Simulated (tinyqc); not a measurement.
# On-chip interconnect, size-dependent resistivity and RC delay: what changes with what

A rectangular line between two neighbours and two ground planes. Surface and grain-boundary scattering are added to the bulk resistivity as corrections; capacitances are parallel-plate values without fringing; inductance is ignored.

Values chosen for this exercise; metal values close to those of copper:
- rho0 = 1.69 uohm cm (bulk resistivity)
- lam = 39.6 nm (bulk mean free path)
- ps = 0 (specular share of surface scattering)
- Rg = 0.31 (reflection coefficient of grain boundaries)
- gr = 1.5 (grain size over the metal width)
- wd = 12 nm (drawn line width)
- AR = 2.3 (aspect ratio, height over width)
- tl = 1.3 nm (liner on both walls and the bottom, not conducting)
- sp = 14 nm (space to the neighbouring lines)
- hd = 30 nm (dielectric height to the planes above and below)
- ek = 2.7 (relative permittivity of the dielectric)
- Mf = 1 (Miller factor of the neighbours)
- Rd = 2200 ohm (driver resistance)
- Cl = 0.89 fF (load capacitance)
- rho2 = 6.26 uohm cm (bulk resistivity of the second metal (close to cobalt))
- lam2 = 11.9 nm (mean free path of the second metal)
- tl2 = 0.5 nm (liner of the second metal)

Constants: eps0 = 8.8541878128e-12 F/m. Results are converted to the units shown.

Each table varies one quantity; the others keep the values above.

## Delay against the line length

Metal width x = wd - 2 tl, height y = AR wd - tl; grain boundaries (Mayadas-Shatzkes): al = (lam/(gr x)) Rg/(1 - Rg), g = 1/[1 - 3 al/2 + 3 al^2 - 3 al^3 ln(1 + 1/al)] - 1; surfaces (Fuchs-Sondheimer, thick limit): s = (3/8) lam (1 - ps)(1/x + 1/y); rho = rho0 (1 + g + s); r = rho/(x y); c = eps0 ek (2 wd/hd + 2 Mf AR wd/sp). Elmore delay tE = Rd (c Lw + Cl) + r Lw (c Lw/2 + Cl); t50 is the time at which the far end of a ladder of 30 pi sections (half capacitances at both ends, Cl at the far end, a step applied through Rd) reaches half the step; line share r Lw/(Rd + r Lw); estimate 0.69 Rd (c Lw + Cl) + 0.38 r c Lw^2 + 0.69 r Lw Cl.

The same in every row: rho (uohm cm) = 8.238; r (ohm/um) = 333.2; c (fF/um) = 0.1134.

Delay against the line length:
```
Lw (um)  tE (ps)  t50 (ps)  estimate (ps)  line share of the resistance (%)
1          2.523     1.754          1.742                             13.15
3          3.766     2.647          2.610                             31.24
7          6.706     4.810          4.692                             51.46
20         20.43     15.11          14.63                             75.18
50         76.49     57.50          56.08                             88.34
100        245.5     185.5          182.6                             93.81
400         3243      2456           2449                             98.38
1000     1.944e4   1.472e4        1.474e4                             99.34
3000     1.717e5   1.300e5        1.303e5                             99.78
```

What does the table show?

As Lw goes from 1 to 3000, r stays at 333 ohm/um, c stays at 0.113 fF/um and t50 rises from 1.75 to 1.30e5 ps. t50/tE lies between 0.695 and 0.757, and the estimate is within 3.2 % of t50. The delay goes as Lw^(0.37) for the shortest lines and Lw^(1.98) for the longest; the line resistance equals Rd at 6.60 um.

## Two metals against line width

Metal width x = wd - 2 tl, height y = AR wd - tl; grain boundaries (Mayadas-Shatzkes): al = (lam/(gr x)) Rg/(1 - Rg), g = 1/[1 - 3 al/2 + 3 al^2 - 3 al^3 ln(1 + 1/al)] - 1; surfaces (Fuchs-Sondheimer, thick limit): s = (3/8) lam (1 - ps)(1/x + 1/y); rho = rho0 (1 + g + s); r = rho/(x y). The second metal has rho2, lam2 and tl2 in place of rho0, lam and tl; ps, Rg, gr and AR are shared.

Results:
```
wd (nm)  rho, first (uohm cm)  rho, second (uohm cm)  r, first (ohm/um)  r, second (ohm/um)  ratio second/first
5                       25.85                  23.49            1.056e4                5338              0.5056
6.5                     16.91                  18.92               3177                2381              0.7493
8                       12.85                  16.28               1391                1299              0.9337
10                      9.935                  14.10              618.7               696.3               1.125
13                      7.629                  12.18              256.5               345.2               1.346
17                      6.023                  10.73              110.7               173.7               1.569
22                      4.933                  9.679              51.58               91.99               1.784
30                      4.006                  8.748              21.59               44.04               2.039
70                      2.648                  7.315              2.460               6.606               2.685
120                     2.244                  6.874             0.6958               2.097               3.014
```

Estimate the missing row, wd = 45 nm.

Computed row:
```
wd (nm)  rho, first (uohm cm)  rho, second (uohm cm)  r, first (ohm/um)  r, second (ohm/um)  ratio second/first
45                      3.200                  7.908              7.385               17.45               2.363
```

With this row back in the table: The resistivity of the first metal falls from 25.8 to 2.24 uohm cm and that of the second goes from 23.5 to 6.87 uohm cm as the line widens. The products rho0 lam, which set the size effect, are 66.9 and 74.5 uohm cm nm. The two resistances cross at wd = 8.64 nm: below it the second metal gives the lower line resistance. For widths well under the mean free path the thick-limit surface term is only a guide.

Range of the model: The metal width is under the mean free path, where the thick-limit surface term and the simple sum of corrections lose accuracy.

Computed by the program tinyqc: `OMP_NUM_THREADS=1 python tinyqc.py 2100143 2100144 out.jsonl`, one thread of a shared Intel Xeon 2.30GHz, about 0.01 s for the whole run.
